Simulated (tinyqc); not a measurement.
# Changing the pair energy w (positive repels)

Model: adsorption as a lattice gas: isotherms with interactions, competition, desorption peaks and saturation dose. Computed by tinyqc, a small Python program. Command: `OMP_NUM_THREADS=1 python tinyqc.py 3013269 3013270 out.jsonl adsorb sweep`. One thread of a shared host (Intel(R) Xeon(R) Processor @ 2.30GHz), about 0.01 s of CPU time with the checks.

One adsorbate per site; a molecule needs 1 empty site. Gas and surface have the same temperature.

Inputs (values chosen for the exercise, for a model surface): desorption energy E = 1.98 eV; prefactor nu = 2.4e+13 1/s; neighbours z = 4; site density N_s = 7.9 1/nm^2; molecular mass M = 19.3 u; sticking coefficient s0 = 0.0026; temperature T = 700 K; pressure p = 0.35 Pa; blocking by a second gas, K_B p_B = 0.16.

Adsorption: molecular (first order).

Constants: u = 1.6605390666e-27 kg; k_B = 1.380649e-23 J/K; k_B = 8.617333262e-05 eV/K.

Method. Flux F = p/sqrt(2 pi M k_B T); k_d = nu exp(-E/(k_B T)); s0 F (1 - theta) = N_s k_d theta, so y = s0 F/(N_s k_d), theta = y/(1 + y). With a second gas on the same sites theta = y/(1 + y + K_B p_B). With u = w/(k_B T). Mean field: theta/(1 - theta) = y exp(-z u theta). Quasi-chemical: theta/(1 - theta) = y [(r - 1 + 2 theta)(1 - theta)/((r + 1 - 2 theta) theta)]^(-z/2) exp(-z u/2), r = sqrt(1 - 4 theta (1 - theta)(1 - exp(-u))).

One run for each value:
```
pair energy w (positive repels) (eV)  coverage, mean field  coverage, quasi-chemical        u
-0.054                                             0.99857                   0.99857  -0.8952
-0.029                                             0.99249                   0.99246  -0.4808
-0.003                                             0.95953                   0.95952  -0.0497
0.048                                              0.68727                   0.67385   0.7957
0.074                                              0.55842                   0.54849   1.2268
0.099                                              0.47091                   0.47828   1.6412
0.120                                              0.41632                   0.44236   1.9893
0.150                                              0.35786                   0.41147   2.4867
```

Give the missing row, pair energy w (positive repels) (eV) = 0.023.

Computed row:
```
pair energy w (positive repels) (eV)  coverage, mean field  coverage, quasi-chemical       u
0.023                                              0.84393                   0.84109  0.3813
```

Interpolating between the two neighbouring rows (linearly) misses most in coverage, quasi-chemical, by 3.2 %. Over the rows, coverage, mean field falls from 0.999 to 0.358; coverage, quasi-chemical falls from 0.999 to 0.411; u rises from -0.895 to 2.49.

Caution (rows 0.0740, 0.0990, 0.120, 0.150): for z u near 4 or above (near 8 on the triangular lattice, z = 6) mean field itself predicts sublattice order near half coverage (the exact threshold is higher); both uniform formulas leave ordering out.
